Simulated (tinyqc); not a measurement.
How many bands a k.p model needs: band 4 from Gamma to K: k.p theory built from an empirical-pseudopotential calculation at Gamma.

Empirical pseudopotential on the fcc lattice, atoms at +/- tau, tau = a (1,1,1)/8, no spin-orbit coupling. H(G,G') = c (2 pi/a)^2 |k + G|^2 delta + VS(q) cos(q.tau) + i VA(q) sin(q.tau), q = G - G', c = hbar^2/2m0; k and G in units of 2 pi/a; VS at |q|^2 = 3, 8, 11 and VA at 3, 4, 11, in rydberg, zero elsewhere. The basis is fixed: all 89 G with |G|^2 up to Gcut. Energies are counted from the fourth level at Gamma.

k.p in the lowest n states at Gamma: H_nm = (E_n + c k^2) delta + 2 c k.<n|G|m>, k in 1/angstrom; with all states of the basis it is exact.

Constants: hbar^2/2m0 = 3.80998211 eV angstrom^2; Ry = 13.60569312 eV.

Parameters, chosen for this exercise (near those of Ge; shifted at random, so the results belong to these values and not to a real crystal):
```
symbol  value                  unit        meaning
a       5.651                  angstrom    lattice constant
VS      (-0.237, 0.01, 0.062)  Ry          symmetric form factors
VA      (0, 0, 0)              Ry          antisymmetric form factors
Gcut    19                     (2 pi/a)^2  largest |G|^2 of the fixed basis
```

Band 4 (counted from below) at k = f (0.75, 0.75, 0) 2 pi/a; n ends on whole multiplets.

Energies (eV):
```
f      n = 8  n = 15  n = 27  n = 89 (exact)
0.000  0.000   0.000   0.000           0.000
0.125  0.083  -0.030  -0.033          -0.034
0.250  0.331  -0.131  -0.143          -0.143
0.375  0.745  -0.321  -0.345          -0.348
0.625  2.070  -0.967  -1.009          -1.031
0.750  2.981  -1.347  -1.394          -1.435
0.875  4.057  -1.697  -1.748          -1.816
1.000  5.299  -1.974  -2.029          -2.133
```

Give the missing row, f = 0.500.

Computed row:
```
f      n = 8  n = 15  n = 27  n = 89 (exact)
0.500  1.325  -0.609  -0.643          -0.652
```

With n = 8 the band stays within 0.05 eV of the exact one at Gamma only (error at K: +7.432 eV). With n = 15 the band stays within 0.05 eV of the exact one up to f = 0.500 (error at K: +0.159 eV). With n = 27 the band stays within 0.05 eV of the exact one up to f = 0.750 (error at K: +0.105 eV). A smaller basis can only raise a level.

Computed by tinyqc, a small Python program: `OMP_NUM_THREADS=1 python tinyqc.py 1050274 1050275 out.jsonl` (the numbers bound the seed that draws the inputs); one thread of a shared host (Intel(R) Xeon(R) Processor @ 2.30GHz), about 0.5 s for the whole set of steps.
